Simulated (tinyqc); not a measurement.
# Worked calculation: current crowding under a contact, resistor ladder against the transmission-line model

Numbers from tinyqc (`OMP_NUM_THREADS=1 python tinyqc.py 2760131 2760132 out.jsonl`; about 0.01 s on one thread of a shared Intel Xeon 2.30GHz). Printed values are rounded.

A metal contact of length d and width W on a thin layer of the same width. The metal has no resistance, the sheet resistance under it equals Rsh, and current enters the layer at the front edge x = 0.

Inputs (values chosen for the exercise): sheet resistance of the semiconductor layer Rsh = 700 ohm/sq; specific contact resistivity rc = 5.6e-9 ohm cm^2; contact length d = 0.045 um; contact width W = 3.1 um; cells n = 5; current I = 0.1 mA.

## Conductances of the ladder

Cut the contact into n cells of length hc = d/n. Neighbouring cell centres are joined by a = W/(Rsh hc), each centre joins the metal (0 V) by g = W hc/rc, and I enters cell 1 through half a cell: -a v_(i-1) + b_i v_i - a v_(i+1) = I for i = 1 and 0 otherwise, b_i = g + 2 a (g + a at both ends). Rc = v_1/I + 1/(2 a).

a = 0.492063 S
g = 0.0498214 S
b_i, cell 1 to 5 (S): 0.541885  1.03395  1.03395  1.03395  0.541885

## Voltages and the share of the current

Cut the contact into n cells of length hc = d/n. Neighbouring cell centres are joined by a = W/(Rsh hc), each centre joins the metal (0 V) by g = W hc/rc, and I enters cell 1 through half a cell: -a v_(i-1) + b_i v_i - a v_(i+1) = I for i = 1 and 0 otherwise, b_i = g + 2 a (g + a at both ends). Rc = v_1/I + 1/(2 a). Cell i passes g v_i to the metal.

```
cell  v_i (mV)  share of the current (%)
1     0.601884                   29.9867
2     0.459599                   22.8979
3     0.363848                   18.1274
4     0.304937                   15.1924
5     0.276901                   13.7956
```

Rc of the ladder = 7.03497 ohm

The first cell passes 30.0 % of the current and the last 13.8 %; an even spread would give 20.0 % each.

## The transmission-line result

Transfer length Lt = sqrt(rc/Rsh); front resistance Rc = (Rsh Lt/W) coth(d/Lt); end resistance Re = (Rsh Lt/W)/sinh(d/Lt). v(x) = I (Rsh Lt/W) cosh((d - x)/Lt)/sinh(d/Lt) at the cell centres x = (i - 1/2) d/n.

Lt = 0.0282843 um
Rc = 6.93987 ohm
Re = 2.71495 ohm
v(x), cell 1 to 5 (mV): 0.600747  0.458003  0.362025  0.303012  0.274939

The ladder's Rc is 1.4 % above this value, with cells 0.32 Lt long.
